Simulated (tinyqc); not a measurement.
Input admittance of a MOSFET at zero drain bias: distributed channel and distributed gate: one step of the calculation.

Source and drain grounded, strong inversion, w = 2 pi f, Cox = eps0 eox/tox. The channel is an RC line of resistance 1/(mu Cox Vo) per square fed from both ends, so one finger has the intrinsic admittance y = i w Cox L tanh(g)/g per width, g = (1/2) sqrt(i w tau), tau = L^2/(mu Vo). The vertical resistance rv/L is in series with y, the overlaps 2 i w Cov in parallel: y_t = 1/(1/y + rv/L) + 2 i w Cov. The gate strip is a line of Rsh/L per length loaded by y_t, so a finger has Y = y_t Wf tanh(k)/k, k = (Wf/sd) sqrt(y_t Rsh/L); the device has Nf Y.

Question. Admittance of the channel and stack per width. tau, g, c = Cox L, y and y_t as defined.

Inputs (values chosen for the exercise); values of the order met in silicon radio-frequency transistors: relative permittivity of the gate insulator (close to silicon dioxide) eox = 3.9; insulator thickness tox = 1.6 nm; channel length L = 0.5 um; channel mobility mu = 310 cm^2/(V s); gate overdrive Vo = 0.67 V; vertical resistivity of the gate stack rv = 0 ohm um^2; overlap and fringe capacitance on each side Cov = 0.36 fF/um; frequency f = 25 GHz.

Constants: eps0 = 8.8541878128e-14 F/cm where lengths are in cm. Results are converted to the units shown.

Give: tau; g; c; y; y_t.

Answer.

tau = 12.04 ps
g = 0.4861+0.4861i
c = 10.79 fF/um
y = (0.258+1.646i) x 1e3 uS/um
y_t = (0.258+1.759i) x 1e3 uS/um

w tau = 1.89, and Im y is 0.971 of w c.

tinyqc, about 0.01 s, one thread, Intel Xeon 2.30GHz (shared host): `OMP_NUM_THREADS=1 python tinyqc.py 2262104 2262105 out.jsonl`
